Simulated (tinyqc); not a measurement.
Surface approximation against the full path: Rutherford backscattering from a thin compound film on silicon: kinematics, yields, composition and thickness. Computed by tinyqc, a small Python program. Command: `OMP_NUM_THREADS=1 python tinyqc.py 3012690 3012691 out.jsonl rbs walk`. One thread of a shared host (Intel(R) Xeon(R) Processor @ 2.30GHz), about 0.01 s of CPU time with the checks.

Singly charged helium ions (Z1 = 2, M1 = 4.0026 u) enter at the tilt angle a1 to the normal and leave at a2 = |180 - theta - tilt| in the same plane. The film is A B_x.

Inputs (values chosen for the exercise, modelled on a helium beam on SiGe):
```
quantity,value,unit
beam energy E0,1.6,MeV
scattering angle theta,160,degrees
tilt of the sample,60,degrees
heavy element: mass M_A,72.6,u
heavy element: stopping eps_A at 2 MeV,75,1e-15 eV cm^2
light element: mass M_B,28.09,u
light element: stopping eps_B at 2 MeV,50.5,1e-15 eV cm^2
"atoms of B per atom of A, x",2.67,-
atomic density of the film,47,1/nm^3
film thickness d,27,nm
detector resolution (FWHM),16,keV
```

Method:
- Kinematic factor K = [(sqrt(M^2 - M1^2 sin^2 theta) + M1 cos theta)/(M + M1)]^2.
- Surface edges lie at K E0; substrate silicon has M = 28.09 u. Mass resolution at M_A = resolution/(E0 dK/dM).
- Stopping per atom eps(E) = eps(2 MeV) (E/2 MeV)^(-0.4) (a law chosen for the exercise); Bragg rule eps_film = (eps_A + x eps_B)/(1 + x); areal density N d, with 1/nm^2 = 0.1 x 1e15/cm^2.
- Width of the signal of element i: [K_i eps(E0)/cos a1 + eps(K_i E0)/cos a2] N d; depth resolution = resolution x d/width of A; energy lost on the way in = eps(E0) N d/cos a1.
- Surface approximation as above. Full path: dE/ds = -eps(E) integrates to E^1.4 = E(start)^1.4 - 1.4 eps(2 MeV) 2000^0.4 s (keV), applied in (s = N d/cos a1), then K, then out (s = N d/cos a2); width = K E0 - exit energy. The last column is the error in thickness if the full width is read with the surface formula.

energy lost on the way in = 15.8660 keV

widths (keV): A 24.0898, B 22.0316

surface edges (keV): A 1291.63, B 916.98, Si 916.98

kinematic factors: A 0.807266, B 0.573111, Si 0.573111

Widths (keV):
```
d (nm),"A, surface","A, full","B, full",error (%)
5,4.46,4.46,4.08,0.0692
10,8.92,8.93,8.17,0.1387
20,17.84,17.89,16.38,0.2786
50,44.61,44.93,41.17,0.7055
100,89.22,90.51,83.13,1.4422
150,133.83,136.79,125.96,2.2130
200,178.44,183.83,169.73,3.0212
300,267.66,280.42,260.56,4.7660
```

What follows from these numbers?

The error grows roughly in proportion to thickness, from 0.07 % to 4.8 %, because the ion slows and the stopping rises along the path. The signals of A and B would overlap once the width of A exceeds the gap between the edges, 375 keV. Caution: the silicon signal of the film merges with that of the substrate, so only the width of A can be read directly.
